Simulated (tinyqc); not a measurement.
k.p theory built from an empirical-pseudopotential calculation at Gamma, step by step. Values are carried at full precision from step to step, so a last printed digit may differ when a step is redone from the rounded ones.

Empirical pseudopotential on the fcc lattice, atoms at +/- tau, tau = a (1,1,1)/8, no spin-orbit coupling. H(G,G') = c (2 pi/a)^2 |k + G|^2 delta + VS(q) cos(q.tau) + i VA(q) sin(q.tau), q = G - G', c = hbar^2/2m0; k and G in units of 2 pi/a; VS at |q|^2 = 3, 8, 11 and VA at 3, 4, 11, in rydberg, zero elsewhere. The basis is fixed: all 65 G with |G|^2 up to Gcut. Energies are counted from the fourth level at Gamma.

Constants: hbar^2/2m0 = 3.80998211 eV angstrom^2; Ry = 13.60569312 eV.

Parameters, chosen for this exercise (near those of InP; shifted at random, so the results belong to these values and not to a real crystal):
```
symbol  value                  unit        meaning
a       5.847                  angstrom    lattice constant
VS      (-0.233, 0.01, 0.06)   Ry          symmetric form factors
VA      (0.071, 0.048, 0.009)  Ry          antisymmetric form factors
Gcut    16                     (2 pi/a)^2  largest |G|^2 of the fixed basis
```

## Levels at Gamma

Diagonalise H at k = 0 and group equal levels.

Multiplets at Gamma:
```
multiplet  degeneracy    E (eV)
1                   1  -11.3512
2                   3    0.0000
3                   1    1.5867
4                   3    4.5261
5                   1    8.2267
6                   2    8.4735
7                   3   12.7269
8                   1   14.3358
9                   3   25.6327
```

The lowest empty multiplet is a singlet at 1.587 eV; the lowest empty singlet (s-like) is multiplet 3.

## Mass of the s-like conduction level (multiplet 3)

For a multiplet A of d_A states, W(B) = (4 c/(3 d_A)) sum over n in A, m in B and i = x, y, z of |<n|G_i|m>|^2 (G in 1/angstrom, <n|G_i|m> = sum_G c_n(G)* G_i c_m(G)); the mean inverse mass of A is 1 + sum_B W(B)/(E_A - E_B). Multiplets with W = 0 are left out.

List the couplings (the first eight at most); W to the valence triplet is the Kane energy Ep.

Couplings:
```
multiplet B  degeneracy  E_B (eV)   W (eV)  W/(E_A - E_B)
2                     3    0.0000  16.9061        10.6550
4                     3    4.5261   0.0331        -0.0112
7                     3   12.7269   0.2285        -0.0205
10                    3   26.1632   0.4066        -0.0165
12                    3   26.7531   0.2439        -0.0097
15                    3   39.1065   0.0326        -0.0009
16                    3   39.8483   0.0007         0.0000
19                    3   40.6280   0.0131        -0.0003
```

sum over the higher multiplets = -0.0012
1/m = 11.5946

Ep = 16.91 eV. The valence triplet gives 10.66, all other levels together -0.06; m = 0.0862, against 0.0858 for two levels alone.

## Valence parameters

Fold all other levels onto the valence triplet: D(u) = c + 4 c^2 sum_m <n|u.G|m><m|u.G|n'>/(0 - E_m), in units of c. Along [100] its eigenvalues are L (once) and M (twice); along [111] (L + 2M + 2N)/3 (once) and (L + 2M - N)/3 (twice). Then g1 = -(L + 2M)/3, g2 = -(L - M)/6, g3 = -N/6.

eigenvalues along [100]: -11.119  -1.909  -1.909

eigenvalues along [111]: -13.289  -0.824  -0.824

L, M, N: -11.119  -1.909  -12.465

g1, g2, g3: 4.979  1.535  2.078

With spin-orbit coupling added at fixed g1, g2, g3 and large against the hole energy these give heavy and light masses along [100] of 0.524 and 0.124. The s-like level alone adds Ep/(3E) = 3.55 to g1. Local form factors fix Ep and the gap only roughly, so these values can lie far from measured ones.

## Checks

- 1/m of the s-like level from the sum against the curvature of the band: both 11.59.
- L and M against the curvatures along [100]: largest relative difference 1.3e-06.

Run: tinyqc, `OMP_NUM_THREADS=1 python tinyqc.py 1050452 1050453 out.jsonl`; Intel(R) Xeon(R) Processor @ 2.30GHz, one thread, shared host; about 0.3 s of CPU time with all checks.
